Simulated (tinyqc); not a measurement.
Surface photovoltage measurement of the minority-carrier diffusion length in a wafer: one step, computed by the program tinyqc. Command: `OMP_NUM_THREADS=1 python tinyqc.py 3130298 3130299 out.jsonl spv walk`. One thread of a shared host (Intel(R) Xeon(R) Processor @ 2.30GHz), about 0.01 s of CPU time with the checks.

Low injection, steady light, a depletion layer much thinner than 1/alpha and L. The excess density dn is taken at the front edge of the neutral region; light that reaches the back is lost.

Task: The linear plot. alpha = (84.732/lambda - 76.417)^2 per cm with lambda in micrometre (an empirical fit for silicon between 0.7 and 1.05 micrometre). Thick wafer: dn = Phi L/((S_f + D/L)(L + 1/alpha)). Finite wafer, with s = S_b L/D, w = W/L, a = alpha L: dn = [Phi a/(a^2 - 1)] [a - B - exp(-alpha W)(a - s)/(cosh w + s sinh w)]/(S_f + B D/L), B = (sinh w + s cosh w)/(cosh w + s sinh w). Readings y = (Phi/dn) (1 + noise x g) at 780, 830, 880, 920, 950, 975 and 995 nm; a least-squares line y = c (1/alpha + L_app) gives L_app = intercept/slope.

Inputs (values chosen for the exercise, modelled on p-type silicon at room temperature):
```
quantity                            value        unit
diffusion length L                     20  micrometre
wafer thickness W                     775  micrometre
diffusivity D                          31      cm^2/s
front recombination velocity S_f     2400        cm/s
back recombination velocity S_b     82000        cm/s
photon flux entering              2.7e+13  1/(cm^2 s)
relative noise of each reading          1           %
```

normal deviates g for the noise: 0.12  -0.47  0.61  0.25  -0.43  1.12  -0.17

Give: the table «Readings» with the columns 1/alpha (micrometre), y (cm/s), line (cm/s), for lambda (nm) = 780, 830, 880, 920, 950, 975, 995; slope; apparent length L_app; error of L_app (rounded to 0.001).

Result:

Readings:
```
lambda (nm)  1/alpha (micrometre)    y (cm/s)  line (cm/s)
780                          9.64  2.6556e+04   2.6581e+04
830                         15.18  3.1335e+04   3.1547e+04
880                         25.33  4.0818e+04   4.0649e+04
920                         40.66  5.4424e+04   5.4390e+04
950                         61.28  7.2431e+04   7.2875e+04
975                         90.92  1.0038e+05   9.9445e+04
995                        130.89  1.3481e+05   1.3528e+05
```

slope = 896.44 cm/(s micrometre)

apparent length L_app = 20.015 micrometre

error of L_app (rounded to 0.001) = 0.075 %

At W/L = 38.8 the finite thickness shifts L_app by less than 0.05 %. S_f scales all readings alike and leaves L_app unchanged.
